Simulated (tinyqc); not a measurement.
Worked calculation: CIS on RHF in the sto-3g basis, for H4, spin multiplicity 1. One step of it, computed by the program tinyqc.

Question. CIS triplet states. Diagonalise A (1 hartree = 27.211386 eV); each vector has its largest component positive (the first on a tie).

CIS matrix A, triplet (hartree), lower triangle:
```
          1>3       1>4       2>3       2>4
1>3  0.626254
1>4  0.000000  1.317851
2>3  0.000000  0.148415  0.332063
2>4  0.148415  0.000000  0.000000  1.082031
```

Give: triplet excitation energies; lowest vectors.

Answer.

triplet excitation energies (eV): 8.4411  15.8421  30.6427  36.4554

lowest vectors:
```
     state 1  state 2  state 3  state 4
1>3   0.0000   0.9586   0.2846   0.0000
1>4  -0.1457   0.0000   0.0000   0.9893
2>3   0.9893   0.0000   0.0000   0.1457
2>4   0.0000  -0.2846   0.9586   0.0000
```
